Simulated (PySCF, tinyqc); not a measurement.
Inside a calculation. Method: G0W0 on RHF in the sto-6g basis, for H4, spin multiplicity 1. The lowest restricted solution is unstable here: a spin-polarised one lies 0.1368 hartree lower (PySCF). Computed by tinyqc, a small Python program that keeps every step (integrals from PySCF). Settings: charge = 0, multiplicity = 1, basis = sto-6g, method = RHF, energy threshold = 1e-10, iteration cap = 84, orthogonalisation = canonical, start = Wolfsberg-Helmholz matrix, DIIS depth = 6. Command: `OMP_NUM_THREADS=1 python tinyqc.py 22337 22338 out.jsonl` (the two numbers bound the seeds that draw the settings). One thread of a shared host (Intel(R) Xeon(R) Processor @ 2.60GHz), about 0.05 s of CPU time with the checks. The early iterations of the SCF are left out here.

## One-electron integrals

Geometry (angstrom):
```
atom         x         y         z
H     0.000000  0.000000  0.000000
H     0.000000  0.000000  1.299000
H     0.000000  1.255000  0.000000
H     0.000000  1.255000  1.299000
```

Basis sto-6g: exponents (1/bohr^2) and contraction coefficients of normalised primitives:
```
element  l (shell)   exponent  coefficient
H            s (1)  35.523221     0.009164
H            s (1)   6.513144     0.049361
H            s (1)   1.822143     0.168538
H            s (1)   0.625955     0.370563
H            s (1)   0.243077     0.416492
H            s (1)   0.100112     0.130334
```

Overlap, kinetic and nuclear-attraction integrals over the contracted functions; the nuclear repulsion is the sum of Za Zb / Rab.

nuclear repulsion = 2.24400613 hartree

overlap S:
```
          1H 1s     2H 1s     3H 1s     4H 1s
1H 1s  1.000000  0.339844  0.360442  0.162642
2H 1s  0.339844  1.000000  0.162642  0.360442
3H 1s  0.360442  0.162642  1.000000  0.339844
4H 1s  0.162642  0.360442  0.339844  1.000000
```

kinetic energy T (hartree):
```
           1H 1s      2H 1s      3H 1s      4H 1s
1H 1s   0.768522   0.034957   0.042922  -0.008214
2H 1s   0.034957   0.768522  -0.008214   0.042922
3H 1s   0.042922  -0.008214   0.768522   0.034957
4H 1s  -0.008214   0.042922   0.034957   0.768522
```

nuclear attraction V (hartree):
```
           1H 1s      2H 1s      3H 1s      4H 1s
1H 1s  -2.352861  -0.727392  -0.775862  -0.350219
2H 1s  -0.727392  -2.352861  -0.350219  -0.775862
3H 1s  -0.775862  -0.350219  -2.352861  -0.727392
4H 1s  -0.350219  -0.775862  -0.727392  -2.352861
```

core Hamiltonian H = T + V (hartree):
```
           1H 1s      2H 1s      3H 1s      4H 1s
1H 1s  -1.584339  -0.692435  -0.732940  -0.358433
2H 1s  -0.692435  -1.584339  -0.358433  -0.732940
3H 1s  -0.732940  -0.358433  -1.584339  -0.692435
4H 1s  -0.358433  -0.732940  -0.692435  -1.584339
```

## Two-electron integrals

Functions are numbered as in S; the eight-fold symmetry (ij|kl) = (ji|kl) = (kl|ij) leaves the list below.

Two-electron integrals (ij|kl) in chemists' order, unique and non-zero (hartree):
```
(11|11) 0.774999   (21|11) 0.193265   (21|21) 0.068675   (22|11) 0.391802
(22|21) 0.193265   (22|22) 0.774999   (31|11) 0.207728   (31|21) 0.057214
(31|22) 0.126681   (31|31) 0.078079   (32|11) 0.074438   (32|21) 0.027437
(32|22) 0.079769   (32|31) 0.029014   (32|32) 0.014002   (33|11) 0.403102
(33|21) 0.121441   (33|22) 0.290945   (33|31) 0.207728   (33|32) 0.079769
(33|33) 0.774999   (41|11) 0.079769   (41|21) 0.027437   (41|22) 0.074438
(41|31) 0.029014   (41|32) 0.013778   (41|33) 0.074438   (41|41) 0.014002
(42|11) 0.126681   (42|21) 0.057214   (42|22) 0.207728   (42|31) 0.047839
(42|32) 0.029014   (42|33) 0.126681   (42|41) 0.029014   (42|42) 0.078079
(43|11) 0.121441   (43|21) 0.043389   (43|22) 0.121441   (43|31) 0.057214
(43|32) 0.027437   (43|33) 0.193265   (43|41) 0.027437   (43|42) 0.057214
(43|43) 0.068675   (44|11) 0.290945   (44|21) 0.121441   (44|22) 0.403102
(44|31) 0.126681   (44|32) 0.074438   (44|33) 0.391802   (44|41) 0.079769
(44|42) 0.207728   (44|43) 0.193265   (44|44) 0.774999
```

## Orthogonalisation

S = U s U^T; canonical form X = U s^(-1/2), so that X^T S X = 1. Each column of U has its largest component positive (the first on a tie).

eigenvalues of S: 0.462357  0.816760  0.857956  1.862927

X:
```
               1          2          3         4
1H 1s   0.735329   0.553252   0.539806  0.366330
2H 1s  -0.735329   0.553252  -0.539806  0.366330
3H 1s  -0.735329  -0.553252   0.539806  0.366330
4H 1s   0.735329  -0.553252  -0.539806  0.366330
```

## Iteration 2 (converged): orbitals

converged F (hartree):
```
           1H 1s      2H 1s      3H 1s      4H 1s
1H 1s  -0.211454  -0.237599  -0.398328  -0.183037
2H 1s  -0.237599  -0.211454  -0.183037  -0.398328
3H 1s  -0.398328  -0.183037  -0.211454  -0.237599
4H 1s  -0.183037  -0.398328  -0.237599  -0.211454
```

Diagonalise F' = X^T F X, C = X C', fill 2 alpha and 2 beta electrons from the bottom; D = 2 C_occ C_occ^T. Each column has its largest component positive (the first on a tie).

F' = X^T F X (hartree):
```
          1         2          3          4
1  0.522186  0.000000   0.000000   0.000000
2  0.000000  0.161997   0.000000   0.000000
3  0.000000  0.000000  -0.220460   0.000000
4  0.000000  0.000000   0.000000  -0.553118
```

orbital energies (hartree): MO1 -0.553118, MO2 -0.220460, MO3 0.161997, MO4 0.522186

coefficients C:
```
            MO1        MO2        MO3        MO4
1H 1s  0.366330   0.539806   0.553252   0.735329
2H 1s  0.366330  -0.539806   0.553252  -0.735329
3H 1s  0.366330   0.539806  -0.553252  -0.735329
4H 1s  0.366330  -0.539806  -0.553252   0.735329
```

D after iteration 2:
```
           1H 1s      2H 1s      3H 1s      4H 1s
1H 1s   0.851175  -0.314386   0.851175  -0.314386
2H 1s  -0.314386   0.851175  -0.314386   0.851175
3H 1s   0.851175  -0.314386   0.851175  -0.314386
4H 1s  -0.314386   0.851175  -0.314386   0.851175
```

## Convergence

Stop when the energy changes by less than 1e-10 hartree and every element of the error matrix X^T (F D S - S D F) X is below 3e-06.

Course of the cycle:
```
iteration  E (hartree)    change  largest element of the error matrix
1          -1.81363745         -                             3.60e-15
2          -1.81363745  0.000000                             1.76e-15
```

PySCF RHF in the same basis = -1.81363745 hartree

Converged in 2 iterations.

## Integrals over molecular orbitals

(pq|rs) = sum C_ip C_jq C_kr C_ls (ij|kl), one index at a time.

one-electron integrals over orbitals h = C^T H C (hartree):
```
           1          2          3          4
1  -1.807986   0.000000   0.000000   0.000000
2   0.000000  -1.476079   0.000000   0.000000
3   0.000000   0.000000  -1.451345   0.000000
4   0.000000   0.000000   0.000000  -1.119044
```

Two-electron integrals over orbitals (pq|rs), unique and non-zero (hartree):
```
(11|11) 0.469312   (21|21) 0.137649   (22|11) 0.461603   (22|22) 0.470062
(31|31) 0.133189   (32|32) 0.089249   (33|11) 0.460758   (33|22) 0.457132
(33|33) 0.469056   (41|32) 0.087074   (41|41) 0.084988   (42|31) 0.135854
(42|42) 0.148753   (43|21) 0.139939   (43|43) 0.153354   (44|11) 0.464267
(44|22) 0.473218   (44|33) 0.473241   (44|44) 0.489830
```

## Screening: direct RPA

With D = e_a - e_i and K = (ia|jb): diagonalise D^(1/2) (D + 4K) D^(1/2) = Z w^2 Z^T; X + Y = D^(1/2) Z w^(-1/2), each column of Z with its largest component positive (the first on a tie); E_c = (sum w - tr (D + 2K)) / 2.

D^(1/2) (D + 4K) D^(1/2) (hartree^2):
```
          1>3       1>4       2>3       2>4
1>3  0.892370  0.000000  0.000000  0.396015
1>4  0.000000  1.521827  0.223359  0.000000
2>3  0.000000  0.223359  0.282810  0.000000
2>4  0.396015  0.000000  0.000000  0.993407
```

excitation energies w (hartree): 0.493735  0.737336  1.158496  1.249345

X + Y:
```
             1          2         3         4
1>3   0.000000   0.739118  0.519214  0.000000
1>4  -0.254063   0.000000  0.000000  0.913885
2>3   0.866985   0.000000  0.000000  0.095252
2>4   0.000000  -0.663230  0.600900  0.000000
```

RPA correlation energy = -0.09448357 hartree

## G0W0 on Hartree-Fock: HOMO

W(p,q,m) = sqrt2 sum_ia (pq|ia) (X+Y)_ia,m; Sigma_c(x) = sum_(i,m) W^2/(x - e_i + w_m) + sum_(a,m) W^2/(x - e_a - w_m); solve x = e_p + Sigma_c(x) by Newton steps; Z = 1/(1 - dSigma/dx); 1 hartree = 27.211386 eV.

The 12 largest terms at x = e_p (hartree; W for the signs of X + Y given):
```
q  m         W       term
4  3  0.226165  -0.026905
3  4  0.124559  -0.009508
3  1  0.078143  -0.006969
4  2  0.002482  -4.16e-06
```

Newton steps (hartree):
```
step          x  Sigma_c(x)         Z
0     -0.220460   -0.043386  0.972824
1     -0.262668   -0.042242  0.974352
2     -0.262702   -0.042241  0.974353
```

quasiparticle energy of the HOMO = -7.148474 eV

Hartree-Fock value = -5.999035 eV

## G0W0 on Hartree-Fock: LUMO

As before.

The 12 largest terms at x = e_p (hartree; W for the signs of X + Y given):
```
q  m         W      term
1  3  0.213247  0.024271
2  4  0.124559  0.009508
2  1  0.078143  0.006969
1  2  0.011794  0.000096
```

Newton steps (hartree):
```
step         x  Sigma_c(x)         Z
0     0.161997    0.040844  0.973899
1     0.201775    0.039808  0.975311
2     0.201804    0.039807  0.975312
```

quasiparticle energy of the LUMO = 5.491364 eV

Hartree-Fock value = 4.408163 eV
